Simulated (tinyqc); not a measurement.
Free and trapped electrons in a MOS channel with a dense trap tail: one step of the calculation.

p-type body, charge-sheet picture, full ionisation (an idealisation for deep acceptors), Boltzmann statistics for free electrons. e = Ec - EF at the surface. Acceptor-like traps of density D(E) = D0 + De exp(-E/Ew) at depth E below Ec, from 0 to Eu, hold n_t = integral of D(E)/(1 + exp((e - E)/Vt)). psi = Eg - Vt ln(Nv/Na) - e; N_dep = sqrt(2 eps0 eps_r Na (psi - Vt)/q); n_f = sqrt(N_dep^2 + 2 eps0 eps_r Vt Nc exp(-e/Vt)/q) - N_dep; Vg = Vfb + psi + q (N_dep + n_t + n_f)/Cox, Cox = eps0 eox/tox.

Question. Trapped charge. Trapezoid rule on 13 equal steps from 0 to Eu, f = 1/(1 + exp((e - E)/Vt)).

Values chosen for this exercise; band and dielectric values close to those of 4H silicon carbide:

| symbol | value | unit | meaning |
|---|---|---|---|
| T | 250 | K | temperature |
| D0 | 1.9e11 | cm^-2 eV^-1 | constant background density of acceptor-like traps |
| De | 5.6e13 | cm^-2 eV^-1 | density of the tail at the conduction edge |
| Ew | 0.08 | eV | decay energy of the tail |
| Eu | 0.98 | eV | depth below Ec down to which the traps reach |
| e | 0.07 | eV | Ec - EF at the surface |

Constants: q = 1.602176634e-19 C, kB = 1.380649e-23 J/K, Vt = kB T/q. Results are converted to the units shown.

Find: E; D(E) f; n_t.

Answer.

```
point,E (eV),D(E) f (cm^-2 eV^-1)
0,0,2.099e12
1,0.07538,1.238e13
2,0.1508,8.496e12
3,0.2262,3.502e12
4,0.3015,1.482e12
5,0.3769,6.935e11
6,0.4523,3.862e11
7,0.5277,2.665e11
8,0.6031,2.198e11
9,0.6785,2.016e11
10,0.7538,1.945e11
11,0.8292,1.918e11
12,0.9046,1.907e11
13,0.9800,1.903e11
```

n_t = 2.212e12 cm^-2

Numbers from tinyqc (`OMP_NUM_THREADS=1 python tinyqc.py 2222097 2222098 out.jsonl`; about 0.02 s on one thread of a shared Intel Xeon 2.30GHz).
